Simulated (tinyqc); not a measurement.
Minority carriers and saturation current of a heavily doped emitter: one step of the calculation.

n-type, parabolic bands, full ionisation. eta = (EF - Ec)/kB T solves N = Nc F12(eta), F12(x) = (2/sqrt(pi)) int_0^infinity sqrt(u)/(1 + exp(u - x)) du. The gap shrinks rigidly by dEg = a3 y^(1/3) + a4 y^(1/4) + a2 y^(1/2), y = N/1e18 cm^-3, an empirical law that is here taken as the true narrowing.

Problem. Effective intrinsic density. ni = sqrt(Nc Nv) exp(-Eg/(2 Vt)), Eg in volts; degeneracy factor g = F12(eta) exp(-eta); nie^2 = ni^2 exp(dEg/kB T) g, p0 = nie^2/N; apparent narrowing dEg + kB T ln g.

Inputs (values chosen for the exercise); band and dielectric values close to those of germanium: temperature T = 400 K; band gap Eg = 0.666 eV; conduction-band density of states at 400 K Nc = 1.6e19 cm^-3; valence-band density of states at 400 K Nv = 9.08e18 cm^-3; ionised donor density N = 2.7e18 cm^-3; coefficient of (N/1e18)^(1/3) a3 = 11.1 meV; coefficient of (N/1e18)^(1/4) a4 = 8.2 meV; coefficient of (N/1e18)^(1/2) a2 = 1.7 meV.

Constants: q = 1.602176634e-19 C, kB = 1.380649e-23 J/K, Vt = kB T/q. Results are converted to the units shown.

converged eta = -1.7198151

Give: ni; dEg; g; apparent narrowing; nie; p0.

Solution.

ni = 7.6822e14 cm^-3
dEg = 28.761 meV
g = 0.94221
apparent narrowing = 26.709 meV
nie = 1.1317e15 cm^-3
p0 = 4.7439e11 cm^-3

Narrowing multiplies p0 by 2.30 and degeneracy by 0.942.

Range of the model: Band tails, non-parabolic bands and incomplete ionisation are left out.

Computed by the program tinyqc: `OMP_NUM_THREADS=1 python tinyqc.py 2330152 2330153 out.jsonl`, one thread of a shared Intel Xeon 2.30GHz, about 0.01 s for the whole run.
